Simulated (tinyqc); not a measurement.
Worked calculation: solubility, supersaturation, precipitation and gettering of an impurity in a silicon-like host. Computed by tinyqc, a small Python program that keeps every step. Command: `OMP_NUM_THREADS=1 python tinyqc.py 3004996 3004997 out.jsonl ripen walk`. One thread of a shared host (Intel(R) Xeon(R) Processor @ 2.30GHz), about 0.01 s of CPU time with the checks. Intermediate numbers are printed to about 6 digits and carried at full precision; extremes and crossings named in words are read from the listed rows.

The wafer was saturated at T1 and is then held at T.

Inputs (values chosen for the exercise, for a model impurity):
```
quantity                                   value        unit
site density N0                            5e+22      1/cm^3
enthalpy of solution H                      1.69          eV
entropy of solution S                       0.59         k_B
diffusion prefactor D0                      0.11      cm^2/s
migration energy Q                          2.51          eV
temperature of saturation T1                1400           K
anneal temperature T                        1237           K
sink density n                           8.2e+09      1/cm^3
initial sink radius r0                        10          nm
impurity density in the precipitate C_p    3e+22      1/cm^3
interface energy gamma                      0.38       J/m^2
anneal time t                             340000           s
wafer thickness w                            200  micrometre
```

Gettering: relaxation gettering at sinks.

Constants: k_B = 8.617333262e-05 eV/K; k_B = 1.380649e-23 J/K.

## Solubility, diffusivity, supersaturation

C_eq(T) = N0 exp(S/k_B - H/(k_B T)); D(T) = D0 exp(-Q/(k_B T)); C0 = C_eq(T1). Supersaturation s = C0/C_eq(T); critical radius r* = 2 gamma/(C_p k_B T ln s); barrier W* = (4 pi/3) gamma r*^2. Strain energy is left out.

C0 = 7.43826e+16 1/cm^3

C_eq(T) = 1.17440e+16 1/cm^3

D(T) = 6.53379e-12 cm^2/s

supersaturation s = 6.33368

critical radius r* = 0.803592 nm

W*/(k_B T) = 60.1853

Sinks of radius r0 are above r* and grow. Homogeneous nucleation is out of reach, so only existing sinks act.

## Ham's law for sinks of fixed radius

tau0 = 1/(4 pi n r0 D); C_fixed(t) = C_eq + (C0 - C_eq) exp(-t/tau0). If all excess precipitates, the final radius is r_f = [r0^3 + 3 (C0 - C_eq)/(4 pi n C_p)]^(1/3), with tau_f = 1/(4 pi n r_f D).

tau0 = 1.48529e+06 s

C_fixed(t) = 6.15667e+16 1/cm^3

final radius r_f = 39.5338 nm

tau_f = 375701 s

The sinks grow 4.0 times, so the fixed radius underrates the later rate.

## Growing precipitates

Growing sinks: with y = r/r_f and y0 = r0/r_f, dy/dt = (1 - y^3)/(3 tau_f y), which integrates to t/tau_f = F(y) - F(y0), F(y) = (1/2) ln[(1 + y + y^2)/(1 - y)^2] - sqrt(3) arctan[(2y + 1)/sqrt(3)]; the share of the excess left is (1 - y^3)/(1 - y0^3), and C(t) = C_eq + (C0 - C_eq) x share.

radius at t = 29.2401 nm

share of the excess left = 0.605189

C(t) with growing sinks = 4.96522e+16 1/cm^3

39.5 % of the excess has precipitated.

## Denuded zone

Near a surface held at C_eq(T) the excess decays by out-diffusion over sqrt(D t) and by capture over L_s = sqrt(D tau_f) = (4 pi n r_f)^(-1/2); the shorter length sets the depth from which the surface draws.

sqrt(D t) = 14.9047 micrometre

capture length L_s = 15.6677 micrometre

L_s/w = 0.0783383

In the time given a surface draws only from within about sqrt(D t), which is shorter than L_s; in a longer anneal the sinks would keep this depth to about L_s.

## The best anneal temperature for the time t

C_eq(T) = N0 exp(S/k_B - H/(k_B T)); D(T) = D0 exp(-Q/(k_B T)); C0 = C_eq(T1). r_f = [r0^3 + 3 (C0 - C_eq)/(4 pi n C_p)]^(1/3), tau_f = 1/(4 pi n r_f D).

Dissolved share after t:
```
T (K)      C_eq/C0    tau_f (s)   C(t)/C0
630    3.66714e-08  2.53061e+15  1.000000
728    2.42241e-06  5.01497e+12  1.000000
840    8.79384e-05  2.41802e+10  0.999997
952    1.37109e-03  4.09219e+08  0.999801
1064   1.19901e-02  1.63977e+07  0.994817
1176   6.93735e-02  1.23322e+06  0.907755
1274   2.50214e-01  1.96957e+05  0.479811
1344   5.57842e-01  7.10987e+04  0.564721
```

The lowest dissolved share among these rows is 0.48 at 1274 K. Above it solubility sets the floor; below it diffusion is too slow for this time. Solubility falls with H = 1.69 eV and diffusion with Q = 2.51 eV.

Checks made by the program: radius against numerical integration (relative difference 2e-10).
